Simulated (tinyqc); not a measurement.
Tunnelling through a gate dielectric, WKB transmission and Tsu-Esaki current: two steps of the calculation.

Electrons leave the emitter at x = 0. Energies E (motion across the layers) are in eV from the emitter Fermi level; the collector Fermi level lies at -V and offers states at every E. No charge in the dielectric and no image force: F1 = V/t1, U = phi1 - F1 x. With C = hbar^2/(2 m0), kappa = sqrt(m (U - E)/C) where U > E and 0 elsewhere; T(E) = exp(-S), S = 2 times the integral of kappa over x.

Inputs (values chosen for the exercise); dielectric values close to those of zirconium oxide: temperature T = 300 K; Fermi energy of the emitter above its band bottom Ef = 0.39 eV; emitter mass in the supply function me = 0.52 m0; barrier of layer 1 above the emitter Fermi level at zero bias phi1 = 1.44 eV; tunnelling mass of layer 1 m1 = 0.26 m0; thickness of layer 1 t1 = 3.7 nm; voltage across the dielectric V = 2.2 V; energy of the electron followed E = 0 eV; cells in each layer nc = 6; lower end of the energy grid Ea = -0.39 eV; upper end of the energy grid Eb = 0.32 eV; points of the energy grid nE = 13.

Constants: q = 1.602176634e-19 C, kB = 1.380649e-23 J/K, hbar = 1.054571817e-34 J s, m0 = 9.1093837015e-31 kg, Vt = kB T/q, hbar^2/(2 m0) = 0.0380998212 eV nm^2. Results are converted to the units shown.

Task 1. WKB exponent by the midpoint rule. Cut each layer into nc equal cells, take U and kappa at the cell centres, and sum S = 2 sum kappa h.

Find: x; U; kappa; S; T(E).

Result 1.

x, cell 0 to 5 (nm): [0.308, 0.925, 1.542, 2.158, 2.775, 3.392]
U, cell 0 to 5 (eV): [1.257, 0.890, 0.523, 0.157, -0.210, -0.577]
kappa, cell 0 to 5 (1/nm): [2.928, 2.464, 1.890, 1.034, 0.000, 0.000]
S = 10.26
T(E) = 3.510e-5

Task 2. Current density on a coarse energy grid. Each layer adds (2/F) sqrt(m/C) [G(u at its left edge) - G(u at its right edge)] to S, with u = U - E (0 where negative) and G(u) = (2/3) u^1.5. The slope follows from 1/d = -dS/dE.

J = J0 times the integral of T(E) N(E) dE, N = ln[(1 + exp(-E/Vt))/(1 + exp((-E - V)/Vt))], J0 = q^2 me m0 kB T/(2 pi^2 hbar^3) (times 1e-4 for A/cm^2 per eV), by Simpson's rule on nE equally spaced points from Ea to Eb.

Give: E; T(E); N; T(E) N; J0; J.

Result 2.

E, point 0 to 12 (eV): [-0.3900, -0.3308, -0.2717, -0.2125, -0.1533, -0.0942, -0.0350, 0.0242, 0.0833, 0.1425, 0.2017, 0.2608, 0.3200]
T(E), point 0 to 12: [5.035e-7, 1.011e-6, 2.008e-6, 3.942e-6, 7.644e-6, 1.464e-5, 2.771e-5, 5.177e-5, 9.548e-5, 1.738e-4, 3.121e-4, 5.527e-4, 9.650e-4]
N, point 0 to 12: [15.09, 12.80, 10.51, 8.220, 5.934, 3.668, 1.584, 0.3312, 0.03904, 0.004029, 4.093e-4, 4.151e-5, 4.210e-6]
T(E) N, point 0 to 12: [7.595e-6, 1.294e-5, 2.111e-5, 3.240e-5, 4.536e-5, 5.372e-5, 4.388e-5, 1.715e-5, 3.728e-6, 7.002e-7, 1.277e-7, 2.294e-8, 4.062e-9]
J0 = 2.176e8 A/(cm^2 eV)
J = 3019 A/cm^2

The integrand peaks at E = -0.0942 eV among these points.

Program tinyqc, `OMP_NUM_THREADS=1 python tinyqc.py 2540095 2540096 out.jsonl`; Intel Xeon 2.30GHz, shared host, one thread, about 0.03 s.
